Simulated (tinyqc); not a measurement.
Inside a calculation. Model: square on-chip spiral inductor, lumped pi model.

Program tinyqc, `OMP_NUM_THREADS=1 python tinyqc.py 2302241 2302242 out.jsonl`; Intel Xeon 2.30GHz, shared host, one thread, about 0.01 s. Printed values are rounded.

Outer diameter do = di + 2 n wd + 2 (n - 1) sp, mean da = (do + di)/2, fill p = (do - di)/(do + di), length l = 4 n da. L = 2.34 mu0 n^2 da/(1 + 2.75 p), mu0 = 4 pi 1e-7 H/m. Rs = rho l/(wd delta (1 - exp(-th/delta))), delta = sqrt(rho/(pi f mu0)). Cs = n wd^2 eps0 eo/hu across the coil. At each end Cox = l wd eps0 eo/(2 ho) leads to the substrate branch Rsi = 2 rs he/(l wd) in parallel with Csi = l wd eps0 11.7/(2 he). With one end grounded Y = 1/(Rs + i w L) + i w Cs + 1/[1/(i w Cox) + 1/(1/Rsi + i w Csi)], w = 2 pi f; Q = -Im Y/Re Y. Eddy currents in neighbouring turns and in the substrate are left out.

Inputs (values chosen for the exercise); values of the order met in silicon radio-frequency processes:
- n = 3.5 (number of turns)
- wd = 20 um (line width)
- sp = 2 um (space between turns)
- di = 80 um (inner diameter)
- th = 4 um (metal thickness)
- rho = 2.2 uohm cm (metal resistivity)
- ho = 3.9 um (oxide below the coil)
- hu = 0.7 um (oxide between coil and underpass)
- eo = 3 (relative permittivity of the oxide)
- rs = 10 ohm cm (substrate resistivity)
- he = 30 um (effective spreading depth in the substrate)
- f = 1.3 GHz (frequency)

Constants: eps0 = 8.8541878128e-12 F/m. Results are converted to the units shown.

## Geometry and model elements

do, l, L, delta, Rs, Cs, Cox, Rsi and Csi as defined.

do = 230 um
l = 2170 um
L = 2.39562 nH
delta = 2.07043 um
Rs = 1.34821 ohm
Cs = 53.1251 fF
Cox = 147.797 fF
Rsi = 138.249 ohm
Csi = 74.9330 fF

Rs is 2.26 times the direct-current value in this empirical form, which overstates the skin effect of a flat slab when delta is near th and so stands in for some current crowding.

## Admittance, quality factor and apparent inductance

Series branch 1/(Rs + i w L), substrate branch, total Y, Q = -Im Y/Re Y, apparent inductance Im(1/Y)/w, metal-only value w L/Rs, share of the loss in the substrate Re(substrate branch)/Re Y.

series branch = 3.5044-50.8631i mS
substrate branch = 0.18950+1.15956i mS
Y = 3.6939-49.2696i mS
Q = 13.3380
apparent inductance = 2.47095 nH
w L/Rs = 14.5139
share of the loss in the substrate = 5.12991 %

Q is 91.9 % of the metal-only value.
